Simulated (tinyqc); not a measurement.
Bandgap voltage reference from two bipolar transistors: one step of the calculation.

Two transistors of area 1 and N carry the same current I. Is(T) = Is (T/T0)^eta exp[(Vg0 q/kB)(1/T0 - 1/T)], VBE1 = Vt ln(I/Is(T)) + I rb, VBE2 = Vt ln(I/(N Is(T))) + I rb/N. The amplifier forces I R1(T) = VBE1 - VBE2 + Vos, with R(T) = R (1 + tc (T - T0)) for both resistors, and the output is Vref = VBE1 + I R2(T). Base currents and the Early effect are neglected.

Problem. Operating point at the reference temperature. Vt = kB T/q; I = (Vt ln N + Vos)/(R1(T) - rb (1 - 1/N)). Evaluate at T = T0.

Values chosen for this exercise; values of the order met in silicon bipolar transistors:
- T0 = 300 K (reference temperature)
- Vg0 = 1.19 V (band-gap voltage extrapolated to 0 K)
- eta = 3.1 (temperature exponent of the saturation current)
- Is = 1.5e-16 A (saturation current of the unit transistor at T0)
- N = 10 (area ratio of the second transistor)
- R1 = 2.1 kohm (resistor across which the difference of VBE falls, at T0)
- tc = 0 ppm/K (temperature coefficient of both resistors)
- Vos = 0.8 mV (offset of the amplifier)
- rb = 0 ohm (series resistance of the unit transistor)
- R2 = 21.43 kohm (output resistor at T0)

Constants: q = 1.602176634e-19 C, kB = 1.380649e-23 J/K. Results are converted to the units shown.

Find: Vt; I; Is(T); VBE1; I R2; Vref.

Solution.

Vt = 0.025852 V
I = 28.727 uA
Is(T) = 1.5000e-16 A
VBE1 = 0.67159 V
I R2 = 0.61562 V
Vref = 1.2872 V

Computed by the program tinyqc: `OMP_NUM_THREADS=1 python tinyqc.py 2062021 2062022 out.jsonl`, one thread of a shared Intel Xeon 2.30GHz, about 0.02 s for the whole run.
